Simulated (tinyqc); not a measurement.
CCD on RHF in the 6-31g basis, for H2, spin multiplicity 1, step by step. One step of it, computed by the program tinyqc.

Task: CCD: starting amplitudes. t_ij^ab = <ij||ab> / (e_i + e_j - e_a - e_b), whose energy is MP2.

orbital energies (hartree): MO1 -0.605724, MO2 0.246970, MO3 0.759449, MO4 1.448644

Two-electron integrals over orbitals (pq|rs), unique and non-zero (hartree):
```
(11|11) 0.662434    (21|21) 0.076501    (22|11) 0.432555    (22|22) 0.384160
(31|11) 0.171435    (31|22) 0.047673    (31|31) 0.110968    (32|21) -0.021999
(32|32) 0.036878    (33|11) 0.535361    (33|22) 0.379162    (33|31) 0.119590
(33|33) 0.462492    (41|21) -0.078579   (41|32) -0.018119   (41|41) 0.141077
(42|11) -0.143395   (42|22) -0.052631   (42|31) -0.071638   (42|33) -0.095531
(42|42) 0.065241    (43|21) -0.078501   (43|32) 0.000509    (43|41) 0.121824
(43|43) 0.121481    (44|11) 0.676597    (44|22) 0.441226    (44|31) 0.205191
(44|33) 0.554549    (44|42) -0.167332   (44|44) 0.755592
```

Give: Starting amplitudes; correlation energy.

Result:

Starting amplitudes (spin orbitals 1a, 1b, ...; amplitudes related by a flip of all spins are not repeated):
```
from      to       t
1a 1b  2a 2b  -0.045
1a 1b  3a 3b  -0.041
1a 1b  4a 4b  -0.034
1a 1b  2a 4b   0.027
```

correlation energy = -0.01703 hartree
